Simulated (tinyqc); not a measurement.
Inside a calculation. Model: finite-size error of a charged defect in a periodic cell: Madelung and Makov-Payne terms. Computed by tinyqc, a small Python program that keeps every step. Command: `OMP_NUM_THREADS=1 python tinyqc.py 3010972 3010973 out.jsonl imagecharge walk`. One thread of a shared host (Intel(R) Xeon(R) Processor @ 2.30GHz), about 0.1 s of CPU time with the checks. Intermediate numbers are printed to about 5 digits and carried at full precision; extremes and crossings named in words are read from the listed rows.

L is the cube root of the cell volume. The defect charge is a Gaussian, rho(r) = q (2 pi sigma^2)^(-3/2) exp(-r^2/2 sigma^2), repeated periodically in a uniform neutralising background and screened by a continuum. The model cell energy is E(L) = E_0 + [periodic - isolated electrostatic energy].

Inputs (values chosen for the exercise, for a model uniaxial host):
```
quantity,value,unit
charge q,1,e
cell length L,14.6,angstrom
dielectric constant eps_xy,9.29,-
dielectric constant eps_z,5.22,-
axis ratio c/a,0.736,-
width sigma of the defect charge,0.82,angstrom
formation energy of the isolated defect E_0,1.563,eV
```

Supercell lattice: hexagonal. Screening: uniaxial.

scatter added to the six cells, standing for numerical noise (meV): [-20, -0.68, 6.8, -8.3, -20, -12]

Constants: e^2/(4 pi eps_0) = 14.39964548 eV angstrom.

## The cell

Cell vectors: (1,0,0), (-1/2,sqrt(3)/2,0), (0,0,c/a), scaled to volume L^3.

cell vectors (rows) (angstrom):
```
,1,2,3
1,16.965,0.000,0.000
2,-8.482,14.692,0.000
3,0.000,0.000,12.486
```

nearest image = 12.486 angstrom

## Madelung energy

Ewald sum for a unit point charge: scale each Cartesian component of the cell by 1/sqrt(eps_i), giving R', G' and V'; E = [ (1/2) sum erfc(eta R')/R' + (2 pi/V') sum exp(-G'^2/4 eta^2)/G'^2 - eta/sqrt(pi) - pi/(2 V' eta^2) ] e^2/(4 pi eps_0) / sqrt(eps_x eps_y eps_z), over n_i = -6..6, omitting n = (0,0,0), eta = 2/V'^(1/3). alpha = -2 E eps_g L/(e^2/(4 pi eps_0)), eps_g = (eps_x eps_y eps_z)^(1/3).

terms for a unit charge (eV): real space 0.00147, reciprocal 0.01039, self -0.14517, background -0.05052

Madelung constant alpha = 2.8577

point-charge correction -q^2 E = 0.18383 eV

Cubic cells have alpha = 2.837 (sc) to 2.888 (fcc, bcc); this cell is near that range.

## Energy of the smeared charge in the cell

Periodic energy of the Gaussian: (2 pi q^2/V) sum_(G != 0) exp(-sigma^2 G^2)/(G.eps.G) x e^2/(4 pi eps_0), n_i = -k..k with k = max(9, L/sigma rounded up). Isolated energy: q^2/(2 sqrt(pi) sigma) <1/(n.eps.n)> e^2/(4 pi eps_0), the mean over directions n (64 Gauss-Legendre points in cos(theta)).

periodic energy = 0.46017 eV

isolated energy = 0.64141 eV

finite-size error = -0.18125 eV

E(L) = 1.3818 eV

## A series of cells

Cells of the same shape with L scaled by 0.7, 0.85, 1, 1.25, 1.5 and 2; the scatter is added to E(L). The point-charge correction scales as 1/L from its value at the input L.

Scaling data:
```
L (angstrom),1/L (1/angstrom),E(L) (eV),E(L) + point-charge correction (eV)
10.22,0.097847,1.2879,1.5506
12.41,0.080580,1.3503,1.5665
14.60,0.068493,1.3886,1.5724
18.25,0.054795,1.4090,1.5560
21.90,0.045662,1.4212,1.5438
29.20,0.034247,1.4594,1.5513
```

## Ways to reach the isolated limit

Least-squares fits of E(L) to a + b/L, a + c/L^3 or a + b/L + c/L^3; the estimate is a, and errors are against E_0.

Estimates of E_0:
```
way,estimate (eV),error (meV)
"largest cell, uncorrected",1.4594,-103.59
"largest cell, point-charge term",1.5513,-11.68
"1/L fit, three smallest",1.6254,62.37
"1/L fit, all six",1.5468,-16.18
"1/L^3 fit, all six",1.4467,-116.27
"1/L and 1/L^3, three smallest",1.5555,-7.52
"1/L and 1/L^3, all six",1.5024,-60.57
"corrected data, 1/L^3 fit",1.5551,-7.90
```

coefficient b of the full fit = -1.3796 eV angstrom

Best here: 1/L and 1/L^3, three smallest (-7.5 meV); worst: 1/L^3 fit, all six (-116 meV). The fitted b is 51.4 % of the Madelung value -q^2 alpha e^2/(8 pi eps_0 eps_g).

## One dielectric constant for an anisotropic host?

The same sum with an isotropic constant in place of the tensor, the means being taken over (eps_xy, eps_xy, eps_z); errors against the tensor result.

Point-charge correction:
```
constant,value,correction (eV),error (meV)
eps_xy,9.2900,0.14915,-34.687
eps_z,5.2200,0.26543,81.602
arithmetic mean,7.9333,0.17465,-9.181
geometric mean,7.6660,0.18074,-3.090
harmonic mean,7.3736,0.18791,4.076
```

The tensor gives 0.1838 eV. Closest is geometric mean (-3.1 meV) and furthest eps_z (+81.6 meV); anisotropy also changes the effective shape of the cell, which no single constant captures.

Checks made by the program: the same sum with another eta (relative difference below 1e-10).
